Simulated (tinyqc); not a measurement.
Polycrystalline film, grain-boundary barriers (Seto model): effect of the temperature.

One-dimensional grains of size Lg with donors N; each boundary has Qt acceptor-like traps per area at one level Et below the band edge. Trapped electrons qt deplete a width w = qt/N (both sides together) and raise a barrier Vb = q N w^2/(8 eps0 eps_r). Current crosses the barriers by thermionic emission at small bias. Abrupt depletion, full ionisation, Boltzmann statistics.

Nc is given at 300 K and scales as (T/300 K)^1.5; mg and vc are fixed. Partly depleted grains: the density at the grain centre is n0 = N and qt = Qt/(1 + 2 (Nc/N) exp((Vb - Et)/Vt)). If that gives qt >= N Lg, the grains are fully depleted: qt = N Lg, w = Lg and n0 = 2 Nc exp((Vb - Et)/Vt)/(Qt/(N Lg) - 1). Resistivity: barriers rb = Vt exp(Vb/Vt)/(q n0 vc Lg), grain interior rg = (1 - w/Lg)/(q mg N); effective mobility 1/(q N (rb + rg)).

Values chosen for this exercise; values close to those of polycrystalline silicon:
```
symbol,value,unit,meaning
eps_r,11.7,,relative permittivity of the semiconductor
Lg,400,nm,grain size
Qt,1.3e12,cm^-2,trap density at a boundary
N,6e16,cm^-3,donor density
mg,200,cm^2/(V s),mobility inside a grain
vc,3.8e6,cm/s,collection velocity at the barrier
Nc,2.8e19,cm^-3,conduction-band density of states at the reference temperature
Et,0.36,eV,trap level below the band edge
```

Constants: q = 1.602176634e-19 C, kB = 1.380649e-23 J/K, Vt = kB T/q, eps0 = 8.8541878128e-14 F/cm where lengths are in cm. Results are converted to the units shown.

The same in every row: n0 (cm^-3) = 6.000e16.

Results:
```
T (K),w/Lg,Vb (V),resistivity (ohm cm)
220,0.3503,0.2277,2136
250,0.3349,0.2082,232.2
280,0.3190,0.1888,41.70
310,0.3024,0.1697,10.87
370,0.2674,0.1327,1.783
400,0.2489,0.1150,1.054
430,0.2297,0.09793,0.7570
```

Estimate the missing row, T = 340 K.

Computed row:
```
T (K),w/Lg,Vb (V),resistivity (ohm cm)
340,0.2852,0.1510,3.843
```

With this row back in the table: As T goes from 220 to 430 K, the barrier falls from 0.228 to 0.0979 V and the resistivity falls from 2140 to 0.757 ohm cm. The grains are fully depleted in 0 of the 8 rows. The activation energy between the first two rows is 0.351 eV.

tinyqc, about 0.01 s, one thread, Intel Xeon 2.30GHz (shared host): `OMP_NUM_THREADS=1 python tinyqc.py 2610047 2610048 out.jsonl`
